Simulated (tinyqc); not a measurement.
Stretching all distances: RHF, UHF, MP2, CISD and CCSD against full CI in the sto-3g basis, for BeH+, spin multiplicity 1. Computed by the program tinyqc with PySCF. Command: `OMP_NUM_THREADS=1 python tinyqc.py 115978 115979 out.jsonl`; one thread of a shared host (Intel(R) Xeon(R) Processor @ 2.60GHz), about 10 s.

Geometry (angstrom):
```
atom,x,y,z
Be,0.0000,0.0000,0.0000
H,0.0000,0.0000,1.2020
```

All coordinates are multiplied by the scale. c0^2 is the weight of the RHF determinant in the lowest singlet FCI state (UHF is spin-contaminated and may lie near states of higher spin) and n(LUMO) the first natural occupation beyond the occupied space.

Full CI energy (hartree) and errors against it (kcal/mol):
```
scale,distance 1-2 (angstrom),E(FCI),RHF,UHF,MP2,CISD,CCSD,<S^2> UHF,c0^2,n(LUMO)
0.9600,1.1539,-14.668192,10.7179,10.7179,3.3294,0.0078,0.0063,0.0000,0.9844,0.0197
1.1800,1.4184,-14.684984,14.6611,14.6611,5.1174,0.0127,0.0104,0.0000,0.9730,0.0395
1.3900,1.6708,-14.666534,20.7120,20.6443,8.0070,0.0209,0.0171,0.0698,0.9505,0.0791
1.6100,1.9352,-14.638393,29.5046,19.7125,12.3002,0.0347,0.0279,0.5999,0.9108,0.1523
1.8200,2.1876,-14.613689,39.6229,14.2964,17.1471,0.0523,0.0400,0.7904,0.8570,0.2525
2.0400,2.4521,-14.593882,50.9485,8.9924,22.2640,0.0735,0.0523,0.8880,0.7852,0.3788
2.2600,2.7165,-14.580657,62.0280,5.1349,26.7837,0.0953,0.0627,0.9419,0.7008,0.5135
2.4700,2.9689,-14.573062,71.6896,2.8011,30.0699,0.1145,0.0706,0.9707,0.6177,0.6361
2.6900,3.2334,-14.568711,80.3542,1.4317,32.0464,0.1309,0.0766,0.9865,0.5397,0.7454
```

UHF parts from RHF first at scale 1.39 of those listed, where <S^2> leaves zero. The weight c0^2 goes from 0.98 to 0.54 and n(LUMO) from 0.02 to 0.75: static correlation grows as the bonds break into open-shell fragments. The spread of the error along the curve, which distorts its shape, is CCSD 0.1, CISD 0.1, UHF 19.2, MP2 28.7, RHF 69.6 kcal/mol.
